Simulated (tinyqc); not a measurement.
# Capacitances against the distance to each plane

Endless row of lines of width wl, height tl and space sl between grounded planes at distance hd; e2 fills the gaps beside the lines, e1 the rest. Laplace's equation is solved on meshes of 3, 6 and 12 steps per unit u and extrapolated (Aitken), which is good to about 0.2 %. C_even (all lines at 1 V) is the capacitance Cg to the planes; C_odd (neighbours in antiphase) = Cg + 4 Cc if only nearest neighbours couple, which defines Cc; total with quiet neighbours Cg + 2 Cc. Plate values 2 eps0 e1 wl/hd and eps0 e2 tl/sl.

Parameters, values chosen for the exercise:
```
symbol  value  unit                                          meaning
e1        4.2        relative permittivity above and below the lines
e2        2.4                relative permittivity between the lines
wl          4     u                           line width, in units u
tl          6     u                                      line height
sl          6     u                              space between lines
```

Constants: eps0 = 8.8541878128e-12 F/m. Results are converted to the units shown.

The same in every row: plate Cc (aF/um) = 21.3.

Result of one run:

| Cg (aF/um) | Cc (aF/um) | Cg + 2 Cc (aF/um) | C_odd (aF/um) | plate Cg (aF/um) | share of coupling, 2 Cc/(Cg + 2 Cc) (%) |
|---|---|---|---|---|---|
| 127 | 26.1 | 179 | 231 | 59.5 | 29.2 |

Which distance to each plane hd gave this result: 2, 3, 4, 5 or 6 u?

hd = 5 u.

The whole series:

| hd (u) | Cg (aF/um) | Cc (aF/um) | Cg + 2 Cc (aF/um) | C_odd (aF/um) | plate Cg (aF/um) | share of coupling, 2 Cc/(Cg + 2 Cc) (%) |
|---|---|---|---|---|---|---|
| 2 | 264 | 12.9 | 290 | 316 | 149 | 8.87 |
| 3 | 193 | 17.8 | 228 | 264 | 99.2 | 15.6 |
| 4 | 153 | 22.2 | 197 | 242 | 74.4 | 22.5 |
| 5 | 127 | 26.1 | 179 | 231 | 59.5 | 29.2 |
| 6 | 108 | 29.4 | 167 | 226 | 49.6 | 35.2 |
| 8 | 83.8 | 34.4 | 153 | 221 | 37.2 | 45.1 |
| 10 | 68.4 | 38.0 | 144 | 220 | 29.8 | 52.6 |

As hd goes from 2 to 10, Cg falls from 264 to 68.4 aF/um, Cc rises from 12.9 to 38.0 aF/um and the share of coupling rises from 8.87 to 52.6 %. Cg is 1.78 times its plate value in the first row and 2.30 times in the last; for Cc the ratios are 0.606 and 1.79. Neighbours in antiphase raise the load by a factor of 1.09 and 1.53 over quiet ones. For hd = 10 the planes are farther than 0.8 of the pitch, so second neighbours couple too and Cg + 2 Cc understates the quiet load by a per cent or more.

Program tinyqc, `OMP_NUM_THREADS=1 python tinyqc.py 2790214 2790215 out.jsonl`; Intel Xeon 2.30GHz, shared host, one thread, about 0.6 s.
